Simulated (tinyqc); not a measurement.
# p-n heterojunction, non-linear Poisson equation by Newton steps, Fermi-Dirac statistics: what changes with what

One dimension, material 1 (p-type) at x < 0 and material 2 (n-type) at x > 0. Band edges: Ec = -psi in material 1 and -psi + dEc in material 2, Ev = Ec - Eg. Flat quasi-Fermi levels: 0 for holes, +V for electrons. n = Nc F((EFn - Ec)/Vt), p = Nv F((Ev - EFp)/Vt), with F(eta) = F_1/2(eta) = (2/sqrt(pi)) int_0^infinity sqrt(u) du/(1 + exp(u - eta)) (Fermi-Dirac statistics); full ionisation, no interface charge, classical densities; the doping types are chosen for the exercise.

Parameters, values chosen for the exercise; band and dielectric values close to those of CdS and CdTe: temperature T = 250 K; band gap of material 1 Eg1 = 2.43 eV; relative permittivity of material 1 er1 = 9; conduction-band density of states of material 1 Nc1 = 1.66e18 cm^-3; valence-band density of states of material 1 Nv1 = 1.38e19 cm^-3; band gap of material 2 Eg2 = 1.53 eV; relative permittivity of material 2 er2 = 10.2; conduction-band density of states of material 2 Nc2 = 6.2e17 cm^-3; valence-band density of states of material 2 Nv2 = 1.37e19 cm^-3; conduction-band offset Ec2 - Ec1 dEc = 0.1 eV; acceptor density of material 1 N1 = 7.4e16 cm^-3; donor density of material 2 N2 = 2.5e16 cm^-3; bias of side 1 against side 2 V = 0 V.

Constants: q = 1.602176634e-19 C, kB = 1.380649e-23 J/K, Vt = kB T/q, eps0 = 8.8541878128e-14 F/cm where lengths are in cm. Results are converted to the units shown.

Each table varies one quantity; the others keep the values above.

## Effect of the conduction-band offset Ec2 - Ec1

Exact first integral: on each side D^2/(2 eps0 er) = G, G = q [Vt (nI_j - nI_b) + Vt (pI_j - pI_b) - C (psi_j - psi_b)], with C = -N1 or +N2, b the neutral end of that side, and nI, pI the densities with F_1/2 replaced by F_3/2(eta) = (4/(3 sqrt(pi))) int_0^infinity u^(3/2) du/(1 + exp(u - eta)). D is continuous, so er1 G1(psi_j) = er2 G2(psi_j) fixes psi_j. Ends from Nv1 F((-psi_L - Eg1)/Vt) = N1 and Nc2 F((V + psi_R - dEc)/Vt) = N2. D is counted positive when psi rises towards material 2. Depletion (Anderson) capacitance C^2 = q eps0 er1 er2 N1 N2/(2 (er1 N1 + er2 N2)(psi_R - psi_L)). -dD/dV is the change of the displacement at the interface with both quasi-Fermi levels flat; it is the terminal capacitance only while neither side holds an inversion layer. n_j and p_j are densities at the interface.

Effect of the conduction-band offset Ec2 - Ec1:

| dEc (eV) | psi_R - psi_L (V) | psi_j - psi_L (V) | psi_R - psi_j (V) | D/q (cm^-2) | n_j in 1 (cm^-3) | p_j in 2 (cm^-3) | -dD/dV (nF/cm^2) | depletion C (nF/cm^2) |
|---|---|---|---|---|---|---|---|---|
| -0.2 | 2.049 | 0.6651 | 1.383 | 6.883e11 | 8.148e-16 | 3.684e17 | 4.669 | 25.27 |
| -0.12 | 2.129 | 0.7356 | 1.393 | 7.250e11 | 2.153e-14 | 5.688e17 | 3.085 | 24.79 |
| -0.05 | 2.199 | 0.7995 | 1.399 | 7.567e11 | 4.175e-13 | 7.522e17 | 2.312 | 24.39 |
| 0.02 | 2.269 | 0.8646 | 1.404 | 7.878e11 | 8.571e-12 | 9.397e17 | 1.817 | 24.01 |
| 0.1 | 2.349 | 0.9400 | 1.409 | 8.222e11 | 2.838e-10 | 1.157e18 | 1.437 | 23.60 |
| 0.18 | 2.429 | 1.016 | 1.412 | 8.556e11 | 9.726e-9 | 1.376e18 | 1.175 | 23.21 |
| 0.25 | 2.499 | 1.083 | 1.415 | 8.840e11 | 2.188e-7 | 1.569e18 | 1.005 | 22.88 |
| 0.33 | 2.579 | 1.160 | 1.418 | 9.155e11 | 7.820e-6 | 1.789e18 | 0.8567 | 22.52 |
| 0.4 | 2.649 | 1.228 | 1.421 | 9.424e11 | 1.810e-4 | 1.982e18 | 0.7548 | 22.22 |

What does the comparison show?

As dEc goes from -0.2 to 0.4, the total bending rises from 2.05 to 2.65 V and the sheet charge D/q rises from 6.88e11 to 9.42e11 cm^-2; the share of the bending in material 1 rises from 32.5 to 46.4 %. The alignment is staggered for dEc = 0.02, 0.1, 0.18, 0.25, 0.33, 0.4 eV. The capacitance departs most from the depletion formula at dEc = 0.4, where it is 97 % below it, and there the holes at the interface in material 2 outnumber its donors: an inversion layer has formed, which screens D from the bias.

## Effect of the acceptor density of material 1

Same model as above.

Results:

| N1 (cm^-3) | psi_R - psi_L (V) | psi_j - psi_L (V) | psi_R - psi_j (V) | D/q (cm^-2) | n_j in 1 (cm^-3) | p_j in 2 (cm^-3) | -dD/dV (nF/cm^2) | depletion C (nF/cm^2) |
|---|---|---|---|---|---|---|---|---|
| 3.7e15 | 2.284 | 2.003 | 0.2805 | 2.701e11 | 1.558e13 | 2.171e-5 | 9.651 | 9.564 |
| 8.7e15 | 2.302 | 1.750 | 0.5524 | 3.868e11 | 5.145e7 | 6.575 | 13.71 | 13.58 |
| 4.8e16 | 2.339 | 0.9621 | 1.377 | 6.701e11 | 1.221e-9 | 2.752e17 | 4.166 | 22.05 |
| 1.1e17 | 2.357 | 0.9322 | 1.425 | 9.982e11 | 1.325e-10 | 2.400e18 | 0.8705 | 24.70 |
| 2.7e17 | 2.377 | 0.9240 | 1.453 | 1.557e12 | 3.674e-11 | 7.583e18 | 0.4403 | 26.24 |
| 6.3e17 | 2.395 | 0.9189 | 1.476 | 2.371e12 | 1.233e-11 | 1.757e19 | 0.2916 | 26.88 |
| 1.5e18 | 2.414 | 0.9123 | 1.502 | 3.645e12 | 3.725e-12 | 3.654e19 | 0.2164 | 27.12 |

Estimate the missing row, N1 = 2e16 cm^-3.

Computed row:

| N1 (cm^-3) | psi_R - psi_L (V) | psi_j - psi_L (V) | psi_R - psi_j (V) | D/q (cm^-2) | n_j in 1 (cm^-3) | p_j in 2 (cm^-3) | -dD/dV (nF/cm^2) | depletion C (nF/cm^2) |
|---|---|---|---|---|---|---|---|---|
| 2e16 | 2.320 | 1.356 | 0.9639 | 5.153e11 | 0.2604 | 1.299e9 | 18.13 | 17.96 |

With this row back in the table: As N1 goes from 3.7e15 to 1.5e18, the total bending rises from 2.28 to 2.41 V and the sheet charge D/q rises from 2.70e11 to 3.64e12 cm^-2; the share of the bending in material 1 falls from 87.7 to 37.8 %. The capacitance departs most from the depletion formula at N1 = 1.5e18, where it is 99 % below it, and there the holes at the interface in material 2 outnumber its donors: an inversion layer has formed, which screens D from the bias. For N1 = 6.3e17, 1.5e18 the carriers at the interface are degenerate and confined to a layer thin enough for quantisation, which is left out.

Numbers from tinyqc (`OMP_NUM_THREADS=1 python tinyqc.py 2040146 2040147 out.jsonl`; about 0.3 s on one thread of a shared Intel Xeon 2.30GHz).
